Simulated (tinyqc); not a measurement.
# From non-uniformity (max - min)/(max + min) back to source-to-wafer distance h

Model: vacuum evaporation: vapour pressure, source flux, thickness distribution, purity and step coverage. Computed by tinyqc, a small Python program. Command: `OMP_NUM_THREADS=1 python tinyqc.py 3110227 3110228 out.jsonl evap inv`. One thread of a shared host (Intel(R) Xeon(R) Processor @ 2.30GHz), about 0.01 s of CPU time with the checks.

Molecular flow, unit sticking of the metal, no re-evaporation. The background gas is taken as water vapour (18.015 g/mol, collision diameter 0.37 nm) at 300 K.

Inputs (values chosen for the exercise, modelled on titanium, with constants for the liquid):
```
quantity,value,unit
molar mass M,47.87,g/mol
film density rho,4.51,g/cm^3
vapour-pressure constant A,11.37,-
vapour-pressure constant B,22730,K
source temperature T,1900,K
source area,1.2,cm^2
directionality n,1,-
wafer radius R,7.5,cm
```

Constants: u = 1.6605390666e-27 kg; k_B = 1.380649e-23 J/K; R = 8.314462618 J/(mol K).

Method:
- log10(p_v/Pa) = A - B/T; flux from the surface Phi = p_v/sqrt(2 pi m k_B T), m = M u.
- Mass loss = Phi x area x m; heat of evaporation = ln(10) R B; d ln Phi/dT = ln(10) B/T^2 - 1/(2 T).
- A small source emits (n + 1) Phi area cos^n(phi)/(2 pi) per solid angle; on a parallel plane at height h and lateral distance l the arrival rate is (n + 1) Phi area/(2 pi h^2) x (1 + (l/h)^2)^(-(n + 3)/2). Growth rate = arrival rate x m/rho, m = M u. The wafer is fixed and centred above the source.

Task: A run gave the result below. Find the source-to-wafer distance h, known to lie between 13 and 35 cm.

non-uniformity (max - min)/(max + min) = 15.96973 %

Result:

Each step takes the trial c = (a f_b - b f_a)/(f_b - f_a), f being the result less the target and a, b, c the logarithms of the listed values; c replaces end b, the old b replaces a if the sign of f changed, and otherwise f_a is halved.

Scan of the range:
```
source-to-wafer distance h (cm),non-uniformity (max - min)/(max + min) (%)
13.0,27.9659
15.3,21.2079
18.1,15.7141
21.3,11.6350
25.2,8.4668
29.7,6.1740
35.0,4.4865
```

False position (Illinois rule, in the logarithm of the input) inside the bracket:
```
step,end a,end b,trial,non-uniformity (max - min)/(max + min) (%)
1,15.3000,18.1000,17.9590,15.9390
2,15.3000,17.9590,17.9257,15.9928
3,17.9590,17.9257,17.9400,15.9697
4,17.9257,17.9400,17.9400,15.9697
```

Non-uniformity (max - min)/(max + min) falls at every point of a 13-point scan of the range (every second point is shown), so one value fits; it is bracketed by 15.3 and 18.1. Answer: source-to-wafer distance h = 17.94 cm.
